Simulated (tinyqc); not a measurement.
## Bandgap voltage reference from two bipolar transistors: output against temperature

Two transistors of area 1 and N carry the same current I. Is(T) = Is (T/T0)^eta exp[(Vg0 q/kB)(1/T0 - 1/T)], VBE1 = Vt ln(I/Is(T)) + I rb, VBE2 = Vt ln(I/(N Is(T))) + I rb/N. The amplifier forces I R1(T) = VBE1 - VBE2 + Vos, with R(T) = R (1 + tc (T - T0)) for both resistors, and the output is Vref = VBE1 + I R2(T). Base currents and the Early effect are neglected.

Vt = kB T/q; I = (Vt ln N + Vos)/(R1(T) - rb (1 - 1/N)).

Inputs (values chosen for the exercise); values of the order met in silicon bipolar transistors:
- T0 = 300 K (reference temperature)
- Vg0 = 1.154 V (band-gap voltage extrapolated to 0 K)
- eta = 3.4 (temperature exponent of the saturation current)
- Is = 1.3e-16 A (saturation current of the unit transistor at T0)
- N = 4 (area ratio of the second transistor)
- R1 = 13 kohm (resistor across which the difference of VBE falls, at T0)
- tc = 0 ppm/K (temperature coefficient of both resistors)
- Vos = 0 mV (offset of the amplifier)
- rb = 11 ohm (series resistance of the unit transistor)
- R2 = 214.7 kohm (output resistor at T0)

Constants: q = 1.602176634e-19 C, kB = 1.380649e-23 J/K. Results are converted to the units shown.

Result of one run:

| I (uA) | VBE1 (V) | I R2 (V) | Vref (V) | Vref - Vref(T0) (mV) | dVref/dT (uV/K) |
|---|---|---|---|---|---|
| 2.326 | 0.7081 | 0.4995 | 1.208 | 0.6114 | 5.112 |

Which temperature T gave this result: 218, 253, 323, 398 or 423 K?

T = 253 K.

The whole series:

| T (K) | I (uA) | VBE1 (V) | I R2 (V) | Vref (V) | Vref - Vref(T0) (mV) | dVref/dT (uV/K) |
|---|---|---|---|---|---|---|
| 218 | 2.005 | 0.7765 | 0.4304 | 1.207 | -0.09306 | 35.91 |
| 233 | 2.142 | 0.7474 | 0.4600 | 1.207 | 0.3412 | 22.14 |
| 253 | 2.326 | 0.7081 | 0.4995 | 1.208 | 0.6114 | 5.112 |
| 273 | 2.510 | 0.6686 | 0.5390 | 1.208 | 0.5543 | -10.62 |
| 298 | 2.740 | 0.6188 | 0.5883 | 1.207 | 0.05887 | -28.74 |
| 323 | 2.970 | 0.5685 | 0.6377 | 1.206 | -0.8708 | -45.41 |
| 348 | 3.200 | 0.5178 | 0.6870 | 1.205 | -2.201 | -60.82 |
| 373 | 3.430 | 0.4667 | 0.7364 | 1.203 | -3.903 | -75.17 |
| 398 | 3.660 | 0.4153 | 0.7857 | 1.201 | -5.952 | -88.59 |
| 423 | 3.890 | 0.3636 | 0.8351 | 1.199 | -8.326 | -101.2 |

VBE1 falls by 2.01 mV/K on average and I R2 rises by 1.97 mV/K. The slope of Vref vanishes at T = 259 K. Between 233 and 398 K Vref spans 6.58 mV, or 33.1 ppm/K by the box method (span over the average over T, over 165 K).

Computed by the program tinyqc: `OMP_NUM_THREADS=1 python tinyqc.py 2062083 2062084 out.jsonl`, one thread of a shared Intel Xeon 2.30GHz, about 0.02 s for the whole run.
